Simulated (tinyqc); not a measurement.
# Worked calculation: ferroelectric with a first-order transition, Landau-Devonshire energy

tinyqc, about 0.01 s, one thread, Intel Xeon 2.30GHz (shared host): `OMP_NUM_THREADS=1 python tinyqc.py 2860071 2860072 out.jsonl` Printed values are rounded.

One domain with free energy u = al P^2 + be P^4 + ga P^6 - E P, al = a0 (T - T0), be < 0 < ga (P in uC/cm^2, E in kV/cm, u in mJ/cm^3). Equilibrium: E = 2 al P + 4 be P^3 + 6 ga P^5; a state is stable against small changes where dE/dP > 0. The coercive field is that of uniform switching, which real films, switching by domains, do not reach.

Values chosen for this exercise:
- a0 = 0.012 kV cm/(uC K) (slope of the quadratic coefficient)
- T0 = 450 K (Curie-Weiss temperature)
- be = -0.0022 kV cm^5/uC^3 (quartic coefficient)
- ga = 2.7e-6 kV cm^9/uC^5 (sixth-order coefficient)
- T = 430 K (temperature)
- Ea = 44 kV/cm (applied field)

Constants: eps0 = 8.8541878128e-14 F/cm where lengths are in cm. Results are converted to the units shown.

## Spontaneous polarisation, coercive field and susceptibility

Ps^2 = [-be + sqrt(be^2 - 3 al ga)]/(3 ga); Pc^2 = [-3 be + sqrt(9 be^2 - 15 al ga)]/(15 ga), Ec = -E(Pc); susceptibility chi = 1/(eps0 dE/dP).

al = -0.24 kV cm/uC
Ps = 24.35492 uC/cm^2
u(Ps) at E = 0 = -352.9227 mJ/cm^3
Pc = 18.52547 uC/cm^2
Ec = 29.49327 kV/cm
chi at Ps = 913.7873

## Transition temperatures

TC = T0 + be^2/(4 a0 ga), where u(Ps) = u(0); T1 = T0 + be^2/(3 a0 ga), where the polar minimum disappears. At TC the polarisation jumps from sqrt(-be/(2 ga)) to zero, with latent heat TC a0 Ps^2.

TC = 487.3457 K
T1 = 499.7942 K
jump of P = 20.18434 uC/cm^2
latent heat = 2.382579 J/cm^3

Thermal hysteresis can span T0 to T1, 49.8 K.

## Iteration 1: polarisation on the upper branch by Newton steps

P at the start = 34.1 uC/cm^2

f = 2 al P + 4 be P^3 + 6 ga P^5 - Ea, f' = 2 al + 12 be P^2 + 30 ga P^4, P(new) = P - f/f'.

f = 337.6380 kV/cm
f' = 78.34411 kV cm/uC
P after iteration 1 = 29.79032 uC/cm^2

## Iteration 2: polarisation on the upper branch by Newton steps

As before.

f = 89.14178 kV/cm
f' = 39.88583 kV cm/uC
P after iteration 2 = 27.55540 uC/cm^2

## Course of the iteration: polarisation on the upper branch by Newton steps

Stop when P changes by less than 1e-10 uC/cm^2, or after 40 iterations. The rule counts as met only at the stable state of positive P.

Course of the iteration:
```
iteration  P (uC/cm^2)  |change| (uC/cm^2)
1             29.79032                4.31
2             27.55540                2.23
3             26.94345               0.612
4             26.90131              0.0421
5             26.90112             1.91e-4
6             26.90112             3.89e-9
7             26.90112                   0
```

Converged in 7 iterations. At the end the number of correct digits about doubles with each step. There chi = 495.
